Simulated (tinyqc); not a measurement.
Plane-wave Kohn-Sham cycle with exchange-only LDA in a layered model solid, step by step. One step of it, computed by the program tinyqc.

Question. Iteration 1: potential. V_H(G) = 4 pi rho(G)/G^2 for G != 0 (uniform background); v_x = -(3 rho/pi)^(1/3); V = V_ext + V_H + v_x; Fourier components f(G_m) = (1/N) sum_j f(x_j) exp(-i G_m x_j).

A solid whose potential varies along x alone (atomic units):
```
parameter                      value
period a                   13.200000
cross-section of the cell  20.000000
electrons per cell                 2
grid points                       16
plane waves -n..n, n               2
k points                           4
V1 in V1 cos(2 pi x/a)     -0.760000
```

density at the start, on the grid x_j = j a/N (e/bohr^3): 0.00757576  0.00757576  0.00757576  0.00757576  0.00757576  0.00757576  0.00757576  0.00757576  0.00757576  0.00757576  0.00757576  0.00757576  0.00757576  0.00757576  0.00757576  0.00757576

Give: Potentials on the grid; V(G_m), m = 0, 1, 2, ....

Answer.

Potentials on the grid (hartree):
```
x          V_ext     V_H      v_x        V
0.0000   -0.7600  0.0000  -0.1934  -0.9534
0.8250   -0.7021  0.0000  -0.1934  -0.8956
1.6500   -0.5374  0.0000  -0.1934  -0.7308
2.4750   -0.2908  0.0000  -0.1934  -0.4842
3.3000         0  0.0000  -0.1934  -0.1934
4.1250    0.2908  0.0000  -0.1934   0.0974
4.9500    0.5374  0.0000  -0.1934   0.3440
5.7750    0.7021  0.0000  -0.1934   0.5087
6.6000    0.7600  0.0000  -0.1934   0.5666
7.4250    0.7021  0.0000  -0.1934   0.5087
8.2500    0.5374  0.0000  -0.1934   0.3440
9.0750    0.2908  0.0000  -0.1934   0.0974
9.9000         0  0.0000  -0.1934  -0.1934
10.7250  -0.2908  0.0000  -0.1934  -0.4842
11.5500  -0.5374  0.0000  -0.1934  -0.7308
12.3750  -0.7021  0.0000  -0.1934  -0.8956
```

V(G_m), m = 0, 1, 2, ... (hartree): -0.1934  -0.3800  0.0000  0.0000  0.0000
